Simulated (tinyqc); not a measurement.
MOSFET in the linear regime without short-channel effects, parameter extraction from computed curves: two steps of the calculation.

Inversion charge Q = Cox n Vt W0(exp((Vg - VT)/(n Vt))), W0 the Lambert function and n = nf; u = Q/Cox; mobility mu = mu0/(1 + th1 u + th2 u^2); channel resistance Rch = (L - dL)/(W mu Q); Id = Vd/(Rch + Rsd/W). Cox = eps0 eox/tox. Small Vd, no channel-length or drain effects.

Parameters, values chosen for the exercise; channel values of the order met in silicon transistors: temperature T = 77 K; relative permittivity of the gate insulator (close to silicon dioxide) eox = 3.9; insulator thickness tox = 1 nm; low-field mobility mu0 = 460 cm^2/(V s); first mobility attenuation factor th1 = 0.53 1/V; second mobility attenuation factor th2 = 0.05 1/V^2; threshold voltage VT = 0.2 V; body factor nf = 1.06; gate width W = 1 um; drawn gate length L = 0.18 um; drawn less effective length dL = 0.019 um; source plus drain resistance Rsd = 400 ohm um; drain voltage Vd = 0.02 V.

Constants: q = 1.602176634e-19 C, kB = 1.380649e-23 J/K, Vt = kB T/q, eps0 = 8.8541878128e-14 F/cm where lengths are in cm. Results are converted to the units shown.

Question 1. Transfer curve. u, mu, Rch and Id as defined.

| point | Vg (V) |
|---|---|
| 0 | 0 |
| 1 | 0.1 |
| 2 | 0.2 |
| 3 | 0.3 |
| 4 | 0.4 |
| 5 | 0.5 |
| 6 | 0.6 |
| 7 | 0.7 |
| 8 | 0.8 |
| 9 | 0.9 |
| 10 | 1 |
| 11 | 1.1 |

Find: u; mu; Rch; Id.

Answer 1.

| point | u (V) | mu (cm^2/(V s)) | Rch (ohm) | Id (uA) |
|---|---|---|---|---|
| 0 | 3.1463e-15 | 460.00 | 3.2215e16 | 6.2083e-13 |
| 1 | 4.7042e-9 | 460.00 | 2.1546e10 | 9.2824e-7 |
| 2 | 0.0039890 | 459.03 | 25463 | 0.77330 |
| 3 | 0.082668 | 440.55 | 1280.2 | 11.903 |
| 4 | 0.17730 | 419.88 | 626.28 | 19.488 |
| 5 | 0.27423 | 400.31 | 424.71 | 24.251 |
| 6 | 0.37209 | 382.02 | 328.01 | 27.472 |
| 7 | 0.47044 | 364.96 | 271.56 | 29.782 |
| 8 | 0.56910 | 349.06 | 234.70 | 31.511 |
| 9 | 0.66797 | 334.22 | 208.84 | 32.849 |
| 10 | 0.76700 | 320.35 | 189.75 | 33.912 |
| 11 | 0.86615 | 307.37 | 175.13 | 34.775 |

Question 2. Threshold and mobility at the peak transconductance. gm_i = (Id_(i+1) - Id_(i-1))/(Vg_(i+1) - Vg_(i-1)); at the point j of largest gm the tangent meets the axis at V_ext = Vg_j - Id_j/gm_j; field-effect mobility gm_j L/(W Cox Vd) with the drawn L.

| point | Vg (V) | Id (uA) |
|---|---|---|
| 0 | 0 | 6.2083195e-13 |
| 1 | 0.1 | 9.2823751e-7 |
| 2 | 0.2 | 0.77330479 |
| 3 | 0.3 | 11.903291 |
| 4 | 0.4 | 19.487804 |
| 5 | 0.5 | 24.250950 |
| 6 | 0.6 | 27.472293 |
| 7 | 0.7 | 29.781576 |
| 8 | 0.8 | 31.510724 |
| 9 | 0.9 | 32.849185 |
| 10 | 1 | 33.912448 |
| 11 | 1.1 | 34.774754 |

Give: gm; j; V_ext; field-effect mobility.

Answer 2.

| point | gm (uS) |
|---|---|
| 1 | 3.867 |
| 2 | 59.52 |
| 3 | 93.57 |
| 4 | 61.74 |
| 5 | 39.92 |
| 6 | 27.65 |
| 7 | 20.19 |
| 8 | 15.34 |
| 9 | 12.01 |
| 10 | 9.628 |

j = 3
V_ext = 0.1728 V
field-effect mobility = 243.9 cm^2/(V s)

V_ext is 27 mV below the model VT, and the mobility so found is 53 % below mu0 L/(L - dL) = 514 cm^2/(V s), the value for the drawn L; attenuation, series resistance and the slow approach of Q to a straight line all lower the peak gm.

Computed by the program tinyqc: `OMP_NUM_THREADS=1 python tinyqc.py 2210071 2210072 out.jsonl`, one thread of a shared Intel Xeon 2.30GHz, about 0.01 s for the whole run.
